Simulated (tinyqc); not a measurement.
What each integral does: Slater-Koster d bands of an fcc metal.

Parameters, chosen for this exercise (out of a larger set: of the size met in Co; not measured data): dds = -0.519 eV (dd sigma); ddp = 0.213 eV (dd pi); ddd = -0.067 eV (dd delta).

Levels at Gamma, E(t2g) = 3 dds + 4 ddp + 5 ddd, E(eg) = 1.5 dds + 6 ddp + 4.5 ddd, and W = sqrt(12 mu2), the width of a rectangular band with the same second moment mu2 = z (dds^2 + 2 ddp^2 + 2 ddd^2)/5, z = 12.

One parameter was then changed.

Results before and after:
```
case     t2g (eV)  eg (eV)  W (eV)
base      -1.0400   0.1980  3.2603
changed   -1.0900   0.1530  3.2730
```

Which of these changes was made? (a) dds = -0.4411 eV; (b) ddp = 0.2449 eV; (c) ddd = -0.077 eV.
Answer: (c) ddd = -0.077 eV. Of the candidates, run in turn, only this one gives the changed row.

All candidates:
```
case              t2g (eV)  eg (eV)  W (eV)
base               -1.0400   0.1980  3.2603
dds = -0.4411 eV   -0.8063   0.3149  2.9113
ddp = 0.2449 eV    -0.9124   0.3894  3.3869
ddd = -0.077 eV    -1.0900   0.1530  3.2730
```

The ratio of the shifts of t2g and eg names the integral: 3 : 1.5 for dds, 4 : 6 for ddp, 5 : 4.5 for ddd.

Run: tinyqc, `OMP_NUM_THREADS=1 python tinyqc.py 1480802 1480803 out.jsonl`; Intel(R) Xeon(R) Processor @ 2.30GHz, one thread, shared host; about 0.03 s of CPU time with all checks.
